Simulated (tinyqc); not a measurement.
Inside a calculation. Model: trench capacitor in an array: capacitance, non-linearity, leakage and relaxation.

tinyqc, about 0.01 s, one thread, Intel Xeon 2.30GHz (shared host): `OMP_NUM_THREADS=1 python tinyqc.py 2102037 2102038 out.jsonl` Printed values are rounded.

A film between two metal electrodes, each interface adding a series capacitance ci. The small-signal permittivity is ek (1 + aq E^2); the field is found with the linear permittivity. Leakage J = J0 sinh(E/Ef). After a voltage step the film passes a relaxation current kr C V tt^(-nr), tt being the time in seconds. The sidewall is a coaxial capacitor with radii a = dm/2 - t and b = dm/2, depth AR dm; the end face is left out.

Inputs (values chosen for the exercise); permittivity of the order of that of zirconium oxide:
```
symbol    value       unit                                                             meaning
ek         35.9                                              relative permittivity of the film
t            26         nm                                                      film thickness
ci         1000    uF/cm^2  capacitance of each electrode interface (dead layer and screening)
aq       0.0053  cm^2/MV^2                     quadratic field coefficient of the permittivity
V           0.9          V                                                                bias
J0      4.4e-11     A/cm^2                                                   leakage prefactor
Ef         0.18      MV/cm                             field for an e-fold rise of the leakage
dm          190         nm                                                diameter of the hole
AR           20                                              aspect ratio, depth over diameter
pt          280         nm                                           pitch of the square array
rho         270    uohm cm                                  resistivity of the inner electrode
```

Constants: eps0 = 8.8541878128e-14 F/cm where lengths are in cm. Results are converted to the units shown.

## Planar capacitance, field and non-linearity

Planar film: Cf = eps0 ek/t, 1/C = 1/Cf + 2/ci, EOT = 3.9 eps0/C, effective permittivity C t/eps0, E = (V/t) C/Cf; quadratic coefficient [C(V)/C - 1]/V^2 with Cf (1 + aq E^2) in C(V).

Cf = 1.22256 uF/cm^2
C = 1.21958 uF/cm^2
EOT = 2.83142 nm
effective permittivity = 35.8124
E = 0.345310 MV/cm
quadratic coefficient = 778.299 ppm/V^2
J = 1.46589e-10 A/cm^2

The interfaces take 0.244 % of the voltage.

## Cell capacitance, fields and time constant

Per length 1/c = ln(b/a)/(2 pi eps0 ek) + (1/a + 1/b)/(2 pi ci); cell capacitance c AR dm; per footprint over pt^2; fields c V/(2 pi eps0 ek r) at r = a and b; resistance of the inner electrode rho AR dm/(pi a^2); time constant R C/3 of the distributed line.

a = 69 nm
b = 95 nm
cell capacitance = 23.6750 fF
capacitance per footprint = 30.1977 uF/cm^2
field at a = 0.406889 MV/cm
field at b = 0.295530 MV/cm
R = 0.685961 kohm
R C/3 = 5.41337 ps

The array gives 24.8 times the planar capacitance per footprint; curvature makes the field at the inner electrode 1.18 times the planar value.
